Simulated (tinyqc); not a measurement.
Inside a calculation: gated graphene: carriers, quantum capacitance and optical conductivity. Values are carried at full precision from step to step, so a last printed digit may differ when a step is redone from the rounded ones.

Cones E = +/- hv |k|, four flavours, D(E) = 2|E|/(pi hv^2). n = (2/pi)(kT/hv)^2 F_1(mu/kT), p = (2/pi)(kT/hv)^2 F_1(-mu/kT), in 1/angstrom^2 (1e16 for 1/cm^2); F_1(eta) = integral_0^infinity x dx/(1 + exp(x - eta)). Cq/e^2 = d(n - p)/d mu = (2 kT/(pi hv^2)) ln(2 + 2 cosh(mu/kT)).

Gate: V = mu/e + e (n - p)/Cox with Cox/e^2 = k/(4 pi e2 t), t in angstrom, e2 = e^2/(4 pi eps0); 1/(eV angstrom^2) in C/e^2 equals 1602.176634 microfarad/cm^2; total 1/C = 1/Cox + 1/Cq.

Constants: kB = 8.617333262e-05 eV/K; e^2/(4 pi eps0) = 14.39964547 eV angstrom; fine-structure constant alpha = 0.007297352564.

Parameters, chosen for this exercise (Fermi velocity near that of graphene, gate dielectric near SiO2; not measured data):
- hv = 6.26 eV angstrom (hbar vF)
- T = 400 K
- k = 3.71 (dielectric constant of the gate layer)
- t = 10 nm (its thickness)
- V = 4.99 V (gate voltage from the neutrality point)
- E = 0.617 eV (photon energy)
- Gm = 5 meV (intraband damping)

## Chemical potential at the gate voltage

Solve the gate equation for mu.

Cox = 0.3285 microfarad/cm^2
mu = 0.3370 eV
n = 9.54e+12 1/cm^2
p = 1.10e+07 1/cm^2

mu takes 6.8 % of the gate voltage; the zero-temperature rule |mu| = hv sqrt(pi |n - p|) gives 0.3427 eV.

## Quantum capacitance

1/(eV angstrom^2) in C/e^2 equals 1602.176634 microfarad/cm^2; 1/C = 1/Cox + 1/Cq.

Cq = 8.770 microfarad/cm^2
C = 0.3166 microfarad/cm^2
Cq at mu = 0 = 1.244 microfarad/cm^2

C is 0.964 of Cox.

## Optical conductivity at one energy

Conductivity over sigma0 = e^2/(4 hbar): interband Re = sinh(E/2kT)/(cosh(mu/kT) + cosh(E/2kT)); intraband Re = (8 kT/pi) ln(2 cosh(mu/2kT)) Gm/(E^2 + Gm^2). A free sheet absorbs about pi alpha_f Re(sigma/sigma0), alpha_f the fine-structure constant (alpha among the constants).

Evaluate both parts and the absorption.

interband = 0.3046
intraband = 0.0056
absorption = 0.711 %

E is within 2 kT of 2|mu| = 0.6739 eV; at this temperature interband transitions are about half blocked; the universal value is pi alpha_f = 2.293 %.

## Checks

- Cq/e^2 against the finite difference of n - p (1/(eV angstrom^2)): both 0.005474.

(tinyqc, `OMP_NUM_THREADS=1 python tinyqc.py 1680005 1680006 out.jsonl`, Intel(R) Xeon(R) Processor @ 2.30GHz, 1 thread, shared host, about 0.01 s.)
